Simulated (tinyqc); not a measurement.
# Reverse leakage of an n+-p junction: diffusion, generation, trap-assisted and band-to-band tunnelling: leakage components against the temperature

One-sided abrupt junction in the depletion approximation, x from the junction (0) to W on the p side, field F = F0 (1 - x/W). Flat quasi-Fermi levels, long p side. Traps generate through SRH with both lifetimes shortened by 1 + Gamma (Hurkx enhancement, form for moderate fields); band-to-band generation is local and needs a total bending above Eg.

Nc and Nv are given at 350 K and scale as (T/350 K)^1.5; all else is held fixed. ni = sqrt(Nc Nv) exp(-Eg/(2 Vt)), Eg in volts; Vbi = Vt ln(Na Nd/ni^2); W = sqrt(2 eps0 eps_r (Vbi + VR)/(q Na)); F0 = 2 (Vbi + VR)/W; FG = sqrt(24 mt m0 (kB T)^3)/(q hbar); J_diff = q ni^2 sqrt(Dn/tau)(1 - exp(-VR/Vt))/Na. u = (Vbi + VR)(1 - x/W)^2, p = Na exp(-u/Vt), n = Nd exp((u - Vbi - VR)/Vt); G0 = ni^2 (1 - exp(-VR/Vt))/(tau (n + p + 2 ni cosh(Et/Vt))); Gamma = 2 sqrt(3 pi)(F/FG) exp((F/FG)^2); trap-assisted part G0 Gamma; G_bb = Ab F^2.5 exp(-Bb/F) with F in V/cm, zero unless Vbi + VR > Eg. Currents are q times the integrals over 0 to W; J_bb under 1e-8 of J is printed as 0; rows with F0/FG above 2.2, beyond the range of this Gamma, are left out.

Inputs (values chosen for the exercise); band and dielectric values close to those of silicon:

| symbol | value | unit | meaning |
|---|---|---|---|
| Eg | 1.12 | eV | band gap |
| eps_r | 11.8 |  | relative permittivity |
| Nc | 3.5e19 | cm^-3 | conduction-band density of states at the reference temperature |
| Nv | 3.34e19 | cm^-3 | valence-band density of states at the reference temperature |
| Na | 1.9e17 | cm^-3 | acceptor density of the lighter side |
| Nd | 1e19 | cm^-3 | donor density of the heavier side |
| tau | 3e-6 | s | SRH lifetime of both carriers at zero field |
| Et | 0 | eV | trap level above the intrinsic level |
| mt | 0.25 | m0 | tunnelling mass |
| Dn | 13 | cm^2/s | electron diffusion coefficient on the lighter side |
| Ab | 2.4e14 | cm^-0.5 V^-2.5 s^-1 | band-to-band prefactor |
| Bb | 1.95e7 | V/cm | band-to-band field constant |
| VR | 2.2 | V | reverse bias |

Constants: q = 1.602176634e-19 C, kB = 1.380649e-23 J/K, hbar = 1.054571817e-34 J s, m0 = 9.1093837015e-31 kg, Vt = kB T/q, eps0 = 8.8541878128e-14 F/cm where lengths are in cm. Results are converted to the units shown.

Results:

| T (K) | F0 (kV/cm) | F0/FG | J_diff (A/cm^2) | J_SRH (A/cm^2) | J_TAT (A/cm^2) | J_bb (A/cm^2) | J (A/cm^2) | largest part |
|---|---|---|---|---|---|---|---|---|
| 220 | 433 | 1.87 | 1.12e-20 | 5.37e-13 | 2.78e-11 | 4.17e-17 | 2.84e-11 | trap-assisted tunnelling |
| 250 | 432 | 1.54 | 1.98e-17 | 2.28e-11 | 4.90e-10 | 3.54e-17 | 5.13e-10 | trap-assisted tunnelling |
| 280 | 431 | 1.29 | 7.28e-15 | 4.41e-10 | 5.35e-9 | 0 | 5.80e-9 | trap-assisted tunnelling |
| 340 | 427 | 0.960 | 4.71e-11 | 3.62e-8 | 2.15e-7 | 0 | 2.51e-7 | trap-assisted tunnelling |
| 370 | 426 | 0.843 | 1.35e-9 | 1.96e-7 | 9.06e-7 | 0 | 1.10e-6 | trap-assisted tunnelling |
| 400 | 424 | 0.747 | 2.37e-8 | 8.31e-7 | 3.13e-6 | 0 | 3.99e-6 | trap-assisted tunnelling |
| 430 | 422 | 0.667 | 2.84e-7 | 2.91e-6 | 9.21e-6 | 0 | 1.24e-5 | trap-assisted tunnelling |

Estimate the missing row, T = 310 K.

Computed row:

| T (K) | F0 (kV/cm) | F0/FG | J_diff (A/cm^2) | J_SRH (A/cm^2) | J_TAT (A/cm^2) | J_bb (A/cm^2) | J (A/cm^2) | largest part |
|---|---|---|---|---|---|---|---|---|
| 310 | 429 | 1.11 | 8.83e-13 | 4.91e-9 | 3.96e-8 | 0 | 4.45e-8 | trap-assisted tunnelling |

With this row back in the table: J rises from 2.84e-11 to 1.24e-5 A/cm^2. Trap-assisted tunnelling leads at T = 220 and in all other rows. Activation energies over the table: 1.20 eV for diffusion (Eg = 1.12 eV, raised by the T^3 of ni^2), 0.602 eV for SRH generation (Eg/2 + |Et| = 0.560 eV), 0.493 eV for the trap-assisted part, lower since Gamma grows on cooling; the total shows 0.457 eV at the cold end and 0.561 eV at the hot end.

tinyqc, about 0.01 s, one thread, Intel Xeon 2.30GHz (shared host): `OMP_NUM_THREADS=1 python tinyqc.py 2290038 2290039 out.jsonl`
